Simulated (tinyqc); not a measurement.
# AlGaN/GaN HEMT with access regions, lumped model, step by step

Computed by the program tinyqc: `OMP_NUM_THREADS=1 python tinyqc.py 2570042 2570043 out.jsonl`, one thread of a shared Intel Xeon 2.30GHz, about 0.01 s for the whole run. Printed values are rounded.

A polarisation-induced electron sheet under a Schottky gate, in series with two ungated access regions and contacts. Drift law v = mu E/(1 + mu E/vs) under the gate. Currents in mA/mm, resistances in ohm mm. No self-heating, no channel-length modulation; fits for polarisation, barrier and offset are chosen for the exercise.

Values chosen for this exercise; values close to those of AlGaN/GaN structures:

| symbol | value | unit | meaning |
|---|---|---|---|
| x | 0.22 |  | aluminium share of the barrier |
| d | 18 | nm | barrier thickness |
| eps_r | 9.2 |  | relative permittivity of barrier and channel |
| mu | 1300 | cm^2/(V s) | channel mobility |
| vs | 1.2e7 | cm/s | saturation velocity |
| Lg | 0.25 | um | gate length |
| Ls | 0.5 | um | source access length |
| Ld | 4 | um | drain access length |
| Rc | 0.59 | ohm mm | resistance of each contact |
| ft | 0 |  | share of the drain-access electrons removed by traps |
| Vg | 1 | V | gate voltage |
| Vd | 6 | V | drain voltage |
| Ec | 3 | MV/cm | critical field |
| te | 0.23 | um | depth over which the depleted charge spreads |
| tf | 100 | nm | insulator under the field plate |
| ei | 7.5 |  | relative permittivity of that insulator |

Constants: q = 1.602176634e-19 C, eps0 = 8.8541878128e-14 F/cm where lengths are in cm. Results are converted to the units shown.

## Polarisation charge, threshold and sheet resistance

sigma = (5e13 x + 1.6e13 x^2) cm^-2, phiB = 0.84 + 1.3 x, dEc = 0.7 (1.71 x + x^2) in volts, Cb = eps0 eps_r/d, VT = phiB - dEc - q sigma/Cb, access density n0 = -Cb VT/q. Rsh = 1/(q mu n0); largest access current q n0 vs.

sigma = 1.17744e13 cm^-2
Cb = 0.452547 uF/cm^2
VT = -3.33977 V
n0 = 9.43345e12 cm^-2
Rsh = 508.951 ohm
q n0 vs = 1813.69 mA/mm

## Iteration 1: drain current

I at the start = 960 mA/mm

Access resistance R(L, n) = L/(q mu n sqrt(1 - (I/(q n vs))^2)); Rs = Rc + R(Ls, n0), Rd = Rc + R(Ld, (1 - ft) n0). Vg' = Vg - I Rs, Vd' = Vd - I (Rs + Rd); with u = Vg' - VT, Vc = vs Lg/mu and w the smaller of Vd' and Vc [sqrt(1 + 2 u/Vc) - 1] (0 if negative), the channel gives (mu Cb/Lg)(u w - w^2/2)/(1 + w/Vc). I(new) = I + 0.5 (channel current - I).

Rs = 0.889937 ohm mm
Rd = 2.98950 ohm mm
Vg' = 0.145660 V
Vd' = 2.27574 V
channel current = 1318.02 mA/mm
I after iteration 1 = 1139.01 mA/mm

## Iteration 2: drain current

As before.

Rs = 0.917003 ohm mm
Rd = 3.20602 ohm mm
Vg' = -0.0444778 V
Vd' = 1.30382 V
channel current = 1233.50 mA/mm
I after iteration 2 = 1186.26 mA/mm

## Course of the iteration: drain current

Stop when I changes by less than 1e-6 mA/mm, or after 60 iterations. I must stay below q (1 - ft) n0 vs.

Course of the iteration:
```
iteration  I (mA/mm)  |change| (mA/mm)
1            1139.01               179
2            1186.26              47.2
3            1197.82              11.6
4            1199.86              2.04
5            1200.07             0.214
6            1200.09            0.0196
7            1200.09           1.78e-3
8            1200.09           1.60e-4
9            1200.09           1.45e-5
10           1200.09           1.30e-6
11           1200.09           1.18e-7
```

Converged in 11 iterations. At the end each change is about 0.090 times the one before: linear convergence. Of Vd, 15.3 % reaches the channel; the access current is 66 % of its limit.

## On-resistance and breakdown

sigma = (5e13 x + 1.6e13 x^2) cm^-2, phiB = 0.84 + 1.3 x, dEc = 0.7 (1.71 x + x^2) in volts, Cb = eps0 eps_r/d, VT = phiB - dEc - q sigma/Cb, access density n0 = -Cb VT/q. Ron = 2 Rc + Ls/(q mu n0) + Ld/(q mu (1 - ft) n0) + Lg/(mu Cb (Vg - VT)). Off state: a depleted stretch that holds the voltage V has the peak field sqrt(k V), k = 2 q n0/(eps0 eps_r te), so one edge holds V1 = Ec^2/k. The sheet under the plate pinches off at Vf = q n0 (1/Cb + tf/(eps0 ei)); beyond it the gate edge is screened. BV = V1 if Vf >= V1, else Vf + V1, and at most Ec Ld. Specific resistance Ron (Ls + Lg + Ld); figure of merit BV^2 over it.

Ron = 3.56820 ohm mm
Vf = 26.0997 V
V1 = 55.7823 V
BV = 81.8820 V
specific resistance = 0.169489 mohm cm^2
figure of merit = 39.5580 MW/cm^2

The plate raises BV by a factor of 1.47.
